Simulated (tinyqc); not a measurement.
# Inputs raised by 2 %, one at a time

Model: nucleation and growth of vacancy voids in a cooling silicon-like crystal. Computed by tinyqc, a small Python program. Command: `OMP_NUM_THREADS=1 python tinyqc.py 3014029 3014030 out.jsonl voids sens`. One thread of a shared host (Intel(R) Xeon(R) Processor @ 2.30GHz), about 0.2 s of CPU time with the checks.

Spherical voids; vacancies are lost only to voids.

Inputs (values chosen for the exercise, for a model crystal):
```
quantity                                    value    unit
vacancy density at the melting point C_m  5.4e+14  1/cm^3
formation energy E_f                         4.12      eV
melting point T_m                            1685       K
diffusion prefactor D0                    0.00041  cm^2/s
migration energy E_m                         0.47      eV
site density rho                            5e+22  1/cm^3
void surface energy gamma                   0.931   J/m^2
cooling rate q                                 30   K/min
vacancy excess C0                         7.1e+13  1/cm^3
temperature of the worked step T             1380       K
temperature step                              0.2       K
```

Vacancy supply: given.

Constants: k_B = 8.617333262e-05 eV/K; k_B = 1.380649e-23 J/K; e = 1.602176634e-19 C.

Method:
- C = C0 as given.
- C_e = C_m exp[-(E_f/k_B)(1/T - 1/T_m)]; D = D0 exp(-E_m/(k_B T)); f = k_B T ln(C/C_e); r* = 2 gamma/(rho f); W* = 16 pi gamma^3/(3 rho^2 f^2); Z = f/sqrt(12 pi W* k_B T); I = rho Z (4 pi r* D C) exp(-W*/(k_B T)).
- March down from 1500 K in steps dT, dt = dT/q, with values at the upper end of each step: a class of I dt voids is born with r*; then all classes grow by r^2 += 2 D (C - C_e) dt/rho; C falls by the vacancies added to voids. Stop at 1150 K. T_n is the T of the largest I, N the final count (classes under 1e-6 /cm^3 are dropped), and the mean radius the number average.

Runs:
```
input moved                                           from         to  void density N (1/cm^3)  mean radius (nm)  rate I (1/(cm^3 s))  W*/(k_B T)
base run                                                 -          -               5.3252e+08            8.4978           2.2904e+05      43.449
vacancy density at the melting point C_m (1/cm^3)  5.4e+14  5.508e+14               5.3545e+08            8.4821           1.5152e+05      43.858
formation energy E_f (eV)                             4.12     4.2024               5.3259e+08            8.4984           2.7590e+06      40.990
diffusion prefactor D0 (cm^2/s)                    0.00041  0.0004182               5.1721e+08            8.5811           2.3363e+05      43.449
void surface energy gamma (J/m^2)                    0.931    0.94962               5.3853e+08            8.4612           1.5872e+04      46.109
cooling rate q (K/min)                                  30       30.6               5.4828e+08            8.4154           2.2904e+05      43.449
vacancy excess C0 (1/cm^3)                         7.1e+13  7.242e+13               5.2460e+08            8.5973           3.5114e+05      43.046
```

Exponents ln(y'/y) / ln(x'/x):
```
input                                     void density N  mean radius    rate I  W*/(k_B T)
vacancy density at the melting point C_m           0.277       -0.093   -20.865       0.473
formation energy E_f                               0.007        0.004   125.675      -2.943
diffusion prefactor D0                            -1.473        0.492     1.000       0.000
void surface energy gamma                          0.567       -0.218  -134.797       3.000
cooling rate q                                     1.473       -0.492     0.000       0.000
vacancy excess C0                                 -0.757        0.588    21.577      -0.470
```

To which inputs is each result most sensitive?

Among the inputs moved here: void density N answers most in size to diffusion prefactor D0 (exponent -1.473), and about equally to cooling rate q (+1.473). Its exponent -1.473 in diffusion prefactor D0: only q/D matters. Its exponent +1.473 in cooling rate q: the scaling law of burst nucleation. Mean radius answers most in size to vacancy excess C0 (exponent +0.588), next to diffusion prefactor D0 (+0.492). Its exponent +0.492 in diffusion prefactor D0: only q/D matters. Its exponent -0.492 in cooling rate q: fixed volume shared among q^(3/2) voids. Rate I answers most in size to void surface energy gamma (exponent -134.797), next to formation energy E_f (+125.675); its exponent is below 0.0005 for cooling rate q. W*/(k_B T) answers most in size to void surface energy gamma (exponent +3.000), and about equally to formation energy E_f (-2.943); its exponent is below 0.0005 for diffusion prefactor D0, cooling rate q.
